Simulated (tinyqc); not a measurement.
Resistance of a tapered via with liner, size effect and interface: one step of the calculation.

A round via whose diameter grows from db at the bottom as D(z) = db + 2 z/tan(ang). The fill, of diameter D - 2 tl, starts above the bottom liner (thickness fb tl) and has rho = rho0 (1 + ks lam/(D - 2 tl)); the sidewall liner conducts in parallel with it. The bottom liner and the interface are crossed over the full area pi db^2/4. Spreading in the lines above and below is left out.

Task. Total resistance. R_fill = sum of the slices; R_bottom = rl fb tl/(pi db^2/4); R_interface = ri/(pi db^2/4); ballistic (Sharvin) limit 1/(Sb pi (db - 2 tl)^2/4); ideal cylinder rho0 hv/(pi db^2/4).

Inputs (values chosen for the exercise); fill metal close to molybdenum:
- db = 33 nm (diameter at the bottom)
- hv = 45 nm (height)
- rho0 = 5.38 uohm cm (bulk resistivity of the fill)
- tl = 0 nm (liner on the sidewall)
- fb = 1 (liner at the bottom over that on the sidewall)
- rl = 160 uohm cm (resistivity of the liner)
- ri = 4.5e-12 ohm cm^2 (interface resistivity at the bottom)
- Sb = 1.3e15 S/m^2 (ballistic conductance per area, about 3/(4 rho0 lam))

| slice | slice resistance (ohm) |
|---|---|
| 0 | 0.51037831 |
| 1 | 0.49667324 |
| 2 | 0.48350333 |
| 3 | 0.47084143 |
| 4 | 0.45866210 |
| 5 | 0.44694143 |
| 6 | 0.43565697 |
| 7 | 0.42478762 |

Wanted: parts; R; shares; ballistic limit; ideal cylinder.

Result.

parts (ohm): fill 3.7274, bottom liner 0, interface 0.52613
R = 4.2536 ohm
shares (%): fill 87.631, bottom liner 0.000, interface 12.369
ballistic limit = 0.89937 ohm
ideal cylinder = 2.8306 ohm

The fill is the largest part, and R is 1.50 times the ideal cylinder. With 2000 slices R = 4.2537 ohm.

tinyqc, about 0.01 s, one thread, Intel Xeon 2.30GHz (shared host): `OMP_NUM_THREADS=1 python tinyqc.py 2750140 2750141 out.jsonl`
